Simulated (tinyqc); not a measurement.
Carrier lifetime of an n-type layer with SRH, radiative, Auger and surface recombination: one step of the calculation.

Uniform excess density dn = dp (no trapping), n = n0 + dn, p = p0 + dn, Boltzmann statistics, full ionisation. Surfaces enter as a rate 2 S dn/d, which holds while diffusion to them is fast.

Question. Equilibrium densities and SRH constants. ni = sqrt(Nc Nv) exp(-Eg/(2 Vt)), Eg in volts; majority density N/2 + sqrt(N^2/4 + ni^2), n0 p0 = ni^2; n1 = Nc exp(-Et/Vt), p1 = Nv exp((Et - Eg)/Vt); tn0 = 1/(sn vth Nt), tp0 = 1/(sp vth Nt).

Parameters, values chosen for the exercise; band and dielectric values those of a made-up semiconductor:
- T = 250 K (temperature)
- Eg = 3.39 eV (band gap)
- Nc = 1.32e19 cm^-3 (conduction-band density of states at T)
- Nv = 2.09e19 cm^-3 (valence-band density of states at T)
- N = 7.8e15 cm^-3 (donor density)
- Nt = 1.7e12 cm^-3 (trap density)
- sn = 2e-17 cm^2 (capture cross-section for electrons)
- sp = 9e-15 cm^2 (capture cross-section for holes)
- vth = 1.6e7 cm/s (thermal velocity (both carriers))
- Et = 2 eV (trap level below the conduction band)

Constants: q = 1.602176634e-19 C, kB = 1.380649e-23 J/K, Vt = kB T/q. Results are converted to the units shown.

Wanted: ni; n0; p0; n1; p1; tn0; tp0.

Answer.

ni = 1.1237e-15 cm^-3
n0 = 7.8000e15 cm^-3
p0 = 1.6189e-46 cm^-3
n1 = 6.3438e-22 cm^-3
p1 = 1.9906e-9 cm^-3
tn0 = 0.0018382 s
tp0 = 4.0850e-6 s

Program tinyqc, `OMP_NUM_THREADS=1 python tinyqc.py 2300058 2300059 out.jsonl`; Intel Xeon 2.30GHz, shared host, one thread, about 0.01 s.
